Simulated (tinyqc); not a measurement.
Inside a calculation. Method: Ewald sum of point charges, caesium chloride lattice. Computed by tinyqc, a small Python program that keeps every step. Command: `OMP_NUM_THREADS=1 python tinyqc.py 21349 21350 out.jsonl` (the two numbers bound the seeds that draw the settings). One thread of a shared host (Intel(R) Xeon(R) Processor @ 2.60GHz), about 0.03 s of CPU time with the checks.

## Ewald sum with eta = 0.559 1/bohr

cell vectors (rows) (bohr):
```
        1       2       3
1  6.9000  0.0000  0.0000
2  0.0000  6.9000  0.0000
3  0.0000  0.0000  6.9000
```

Charges:
```
q            f1      f2      f3
1.0000   0.0000  0.0000  0.0000
-1.0000  0.5000  0.5000  0.5000
```

Real space: 1/2 sum q_i q_j erfc(eta r)/r over all images with r > 0; reciprocal space: (2 pi/V) sum_(G != 0) exp(-G^2/4 eta^2)/G^2 |S(G)|^2 with S(G) = sum q exp(i G.r); self term -eta/sqrt(pi) sum q^2; background -pi Q^2/(2 V eta^2), Q the total charge.

Real-space shells (first ones):
```
r (bohr)  pairs  sum (hartree)
5.9756       16      -3.10e-06
6.9000       12       4.26e-08
9.7581       24              0
```

Reciprocal shells (first ones that count):
```
G^2 (1/bohr^2)  vectors  sum (hartree)
0.8292                6         0.2851
2.4876                8         0.0336
4.1460               24         0.0161
7.4628               30         0.0008
9.1212               24       1.36e-04
10.7797              24       3.06e-05
14.0965              48       3.30e-06
15.7549              24       3.91e-07
17.4133              48       1.88e-07
20.7301              30       6.94e-09
22.3885              32       1.82e-09
24.0469              72       1.01e-09
```

## The total does not depend on eta

The same sums for other eta.

Totals (hartree per cell):
```
eta          real  reciprocal     self  background      total
0.5590  -3.05e-06      0.3358  -0.6308      0.0000  -0.294980
0.7940  -2.61e-11      0.6010  -0.8959      0.0000  -0.294980
1.0000          0      0.8334  -1.1284      0.0000  -0.294980
```

shortest distance = 5.9756 bohr

Madelung constant -E d / (formula units |q+ q-|) = 1.7627
